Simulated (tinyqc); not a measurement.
The mobility curve: inversion-layer mobility, back-scattering and ballistic limit of a field-effect transistor. Computed by tinyqc, a small Python program. Command: `OMP_NUM_THREADS=1 python tinyqc.py 3022061 3022062 out.jsonl mos walk`. One thread of a shared host (Intel(R) Xeon(R) Processor @ 2.30GHz), about 0.01 s of CPU time with the checks.

The charge at the top of the source barrier is fixed by the gate; series resistance and short-channel effects are left out. F_j are Fermi integrals normalised to exp(eta) in the classical limit.

Inputs (values chosen for the exercise, modelled on a germanium p-channel): weight w of the inversion charge = 0.333; permittivity eps = 16; phonon mobility at 1 MV/cm and 300 K, mu_ph = 250 cm^2/(V s); roughness mobility at 1 MV/cm, mu_sr = 280 cm^2/(V s); Coulomb mobility at N_inv = 1e12/cm^2, mu_C = 630 cm^2/(V s); electrical oxide thickness t_inv = 3.6 nm; depletion charge N_dep = 1.9e+12 1/cm^2; temperature T = 300 K.

Statistics at the top of the barrier: Fermi-Dirac.

Constants: eps_0 = 8.8541878128e-12 F/m; e = 1.602176634e-19 C.

Method. N_inv = 3.9 eps_0 (V_G - V_T)/(e t_inv); effective field E_eff = e (N_dep + w N_inv)/(eps eps_0). mu_phonon = mu_ph (E_eff/1 MV/cm)^(-0.3) (T/300 K)^(-1.75); mu_rough = mu_sr (E_eff/1 MV/cm)^(-2); mu_Coulomb = mu_C (N_inv/1e12 cm^-2) (T/300 K); Matthiessen's rule adds 1/mu.

Mobilities (cm^2/(V s)):
```
V_G - V_T (V)  N_inv (1/cm^2)  E_eff (MV/cm)  phonon  roughness  Coulomb   total
0.03               1.7961e+11        0.22164  392.87     5699.6    113.2   86.52
0.06               3.5921e+11        0.22841  389.34     5367.1    226.3  139.40
0.12               7.1843e+11        0.24194  382.67     4783.6    452.6  198.74
0.20               1.1974e+12        0.25997  374.51     4142.9    754.3  236.01
0.35               2.0954e+12        0.29379  361.02     3243.9   1320.1  260.71
0.50               2.9934e+12        0.32761  349.41     2608.8   1885.9  264.86
0.75               4.4902e+12        0.38398  333.16     1899.1   2828.8  257.62
1.00               5.9869e+12        0.44035  319.74     1444.0   3771.7  244.79
1.50               8.9803e+12        0.55308  298.61      915.3   5657.6  216.54
```

What follows from these numbers?

The lowest part is Coulomb from 0.0300 to 0.0600, phonon from 0.120 to 1.50 V. The total peaks at 265 near E_eff = 0.33 MV/cm: screening lifts it at low density and the field presses it down at high density.

Extremes, crossings and ranges named in words are read from the listed rows.
